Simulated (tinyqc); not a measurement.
Thin-film optics by transfer matrices: one step. Reflection and transmission. Five cases, with inputs chosen for the exercise.

Task: Close the stack on the substrate.

Indices N = n + i k. Snell: N0 sin(theta) = N_j sin(theta_j), with Im(N_j cos theta_j) >= 0. Admittance y_j = N_j cos theta_j for s and N_j/cos theta_j for p. Phase delta_j = 2 pi N_j cos theta_j d_j/lambda. Layer matrix [[cos delta, -i sin delta/y], [-i y sin delta, cos delta]], multiplied from the top down to M. (B, C) = M (1, y_sub); r = (y0 B - C)/(y0 B + C), R = |r|^2, T = 4 Re y0 Re y_sub/|y0 B + C|^2, absorbed in the films 1 - R - T.

Case 1.

M:
```
            1           2
1   -0.012292  -0.661780i
2  -1.499763i   -0.609059
```

y_j: ambient 0.422618, film 1 1.832087, film 2 1.147192, substrate 3.700639+0.020591i

Case 2.

M:
```
            1           2
1   -0.697073  -0.331082i
2  -1.552755i   -0.697073
```

y_j: ambient 1.414214, film 1 2.165628, substrate 0.272907+3.456489i

Case 3.

M:
```
                    1                   2
1  0.811363+0.139489i  0.325315+0.261609i
2  0.249947+0.856010i  1.097139+0.235187i
```

y_j: ambient 1.000000, film 1 1.721000+0.026000i, film 2 1.719000+0.312000i, film 3 1.482000, substrate 6.626000+2.773000i

Case 4.

M:
```
            1           2
1    0.719623  -0.440285i
2  -1.095072i    0.719623
```

y_j: ambient 1.154701, film 1 1.577083, substrate 0.273941+3.260969i

Case 5.

M:
```
            1           2
1    0.087626  -0.616050i
2  -1.610780i    0.087626
```

y_j: ambient 1.000000, film 1 1.617000, substrate 1.388000+7.861000i

Give: B, C; r; R; T into the substrate; absorbed in the films.

Result:

Case 1.

B, C: 0.0013-2.4490i  -2.2539-1.5123i

r = -0.5443+0.4035i
R = 0.4591
T into the substrate = 0.5409
absorbed in the films = 0.0000

The bare substrate would reflect 0.6320.

Case 2.

B, C: 0.4473-0.0904i  -0.1902-3.9622i

r = -0.9052+0.2991i
R = 0.9088
T into the substrate = 0.0912
absorbed in the films = 0.0000

The bare substrate would reflect 0.8956.

Case 3.

B, C: 2.2415+2.7750i  6.8674+5.4567i

r = -0.4260+0.0906i
R = 0.1897
T into the substrate = 0.1758
absorbed in the films = 0.6345

The bare substrate would reflect 0.5975.

Case 4.

B, C: 2.1554-0.1206i  0.1971+1.2516i

r = 0.5453-0.7436i
R = 0.8503
T into the substrate = 0.1497
absorbed in the films = 0.0000

The bare substrate would reflect 0.9002.

Case 5.

B, C: 4.9304-0.8551i  0.1216-0.9220i

r = 0.8429+0.3097i
R = 0.8064
T into the substrate = 0.1936
absorbed in the films = 0.0000

The bare substrate would reflect 0.9177.

Computed by tinyqc, one run a case: `OMP_NUM_THREADS=1 python tinyqc.py N N+1 out.jsonl` with N = 1680874, 1680875, 1680901, 1680919, 1681041; one thread of a shared Intel(R) Xeon(R) Processor @ 2.30GHz, about 0.02 s a run at most.
